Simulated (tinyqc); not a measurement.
Tersoff bond-order potential. Bending a trimer. Computed by tinyqc, a small Python program. Command: `OMP_NUM_THREADS=1 python tinyqc.py 3026597 3026598 out.jsonl tersoff sweep`. One thread of a shared host (Intel(R) Xeon(R) Processor @ 2.30GHz), about 0.01 s of CPU time with the checks.

E = (1/2) sum_(i, j != i) [A exp(-lambda r_ij) - b_ij B exp(-mu r_ij)], b_ij = (1 + (beta zeta_ij)^n)^(-1/(2n)), zeta_ij = sum_(k != i, j) g(theta_ijk), g = 1 + c^2/d^2 - c^2/(d^2 + (h - cos theta)^2), with theta at atom i. Only nearest neighbours count (cut-off function 1 for them, 0 beyond).

Inputs (values chosen for the exercise, modelled on carbon):

| quantity | value | unit |
|---|---|---|
| A | 1392.8 | eV |
| B | 345.11 | eV |
| lambda | 3.4879 | 1/angstrom |
| mu | 2.2119 | 1/angstrom |
| beta | 1.68e-07 | - |
| n | 0.718 | - |
| c | 39070 | - |
| d | 4.365 | - |
| h | -0.5647 | - |
| bond length r_12 | 1.53 | angstrom |
| bond length r_13 | 1.6 | angstrom |

Method. Atom 1 binds atoms 2 and 3, which do not interact. b_12 = b_13 follow from zeta = g(theta); b_21 = b_31 = 1. E = sum over the two bonds of A exp(-lambda r) - (b + 1)/2 B exp(-mu r).

One run for each value:

| angle theta at atom 1 (degrees) | energy of the trimer (eV) | bond order b_12 | g(theta) |
|---|---|---|---|
| 90 | -7.7714 | 0.81609 | 1.3188e+06 |
| 100 | -8.4673 | 0.88016 | 6.3789e+05 |
| 110 | -9.1365 | 0.94177 | 2.0796e+05 |
| 120 | -9.6549 | 0.98950 | 1.7599e+04 |
| 130 | -9.6201 | 0.98630 | 2.5633e+04 |
| 140 | -9.2162 | 0.94912 | 1.7010e+05 |
| 160 | -8.5325 | 0.88617 | 5.8695e+05 |
| 180 | -8.2877 | 0.86363 | 7.8891e+05 |

What does the table show, and why?

Over the rows, energy of the trimer (eV) goes from -7.77 through a minimum among these rows, -9.65 at 120, to -8.29; bond order b_12 goes from 0.816 through a maximum among these rows, 0.989 at 120, to 0.864; g(theta) goes from 1.32e6 through a minimum among these rows, 17600 at 120, to 789000. The bond order is largest where g is least, at cos theta = h, 124.4 degrees.

Extremes, crossings and ranges named in words are read from the listed rows.
